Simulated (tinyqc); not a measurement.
## Metal gate on a two-layer dielectric stack with fixed charge and a dipole: flat band against the thickness t1

Gate, layer 2, layer 1, p-type semiconductor; x runs from the gate inwards. Charges are counted in units of +q. psi is the band bending at the surface, positive towards inversion. Classical charge, Boltzmann statistics, no interface traps.

EOT = 3.9 (t1/e1 + t2/e2), Cox = eps0/(t1/e1 + t2/e2); phi_ms = pM - (chi + Eg - Vt ln(Nv/Na)). Vfb = phi_ms + Vd - (q/eps0) [Q1 (t1/e1 + t2/e2) + Q2 t2/e2 + r1 (t1^2/(2 e1) + t1 t2/e2) + r2 t2^2/(2 e2)]: each charge counts with its electrical distance from the gate. ni = sqrt(Nc Nv) exp(-Eg/(2 Vt)), Eg in volts, pB = Vt ln(Na/ni), Vth = Vfb + 2 pB + sqrt(4 q eps0 eps_r Na pB)/Cox.

Parameters, values chosen for the exercise; band and dielectric values close to those of silicon, layer 1 close to silicon dioxide, layer 2 close to hafnium oxide:
- T = 300 K (temperature)
- Eg = 1.13 eV (band gap)
- eps_r = 11.6 (relative permittivity)
- Nc = 2.77e19 cm^-3 (conduction-band density of states at T)
- Nv = 2.64e19 cm^-3 (valence-band density of states at T)
- chi = 4.11 eV (electron affinity)
- Na = 6.1e16 cm^-3 (acceptor density)
- pM = 4.14 eV (work function of the gate metal)
- e1 = 3.79 (relative permittivity of layer 1)
- t2 = 5.1 nm (thickness of layer 2, next to the gate)
- e2 = 21.7 (relative permittivity of layer 2)
- Q1 = 4.9e11 cm^-2 (fixed charge at the semiconductor interface)
- Q2 = -2.3e12 cm^-2 (fixed charge between the layers)
- r1 = 0 cm^-3 (uniform charge density in layer 1)
- r2 = 0 cm^-3 (uniform charge density in layer 2)
- Vd = 0 V (flat-band shift by a dipole layer between the layers)

Constants: q = 1.602176634e-19 C, kB = 1.380649e-23 J/K, Vt = kB T/q, eps0 = 8.8541878128e-14 F/cm where lengths are in cm. Results are converted to the units shown.

Flat band against the thickness t1:
```
t1 (nm)	EOT (nm)	Vfb (V)	Vth (V)
0.5	1.431	-0.8778	-0.009884
0.9	1.843	-0.8872	-0.003996
1.2	2.151	-0.8942	4.206e-4
1.6	2.563	-0.9035	0.006309
1.9	2.872	-0.9105	0.01073
2.3	3.283	-0.9199	0.01661
2.6	3.592	-0.9269	0.02103
3	4.004	-0.9363	0.02692
```

Vfb falls from -0.878 to -0.936 V and Vth rises from -0.00988 to 0.0269 V. The slope dVfb/dEOT is -22.7 mV/nm between the first two rows and -22.7 between the last two: a straight line, set by the charge below the growing layer, which reads as 4.90e11 cm^-2. A line through the end rows meets EOT = 0 at -0.845 V, against phi_ms + Vd = -0.943 V; an effective work function read from it is off by 97.8 mV from pM.

tinyqc, about 0.01 s, one thread, Intel Xeon 2.30GHz (shared host): `OMP_NUM_THREADS=1 python tinyqc.py 2010151 2010152 out.jsonl`
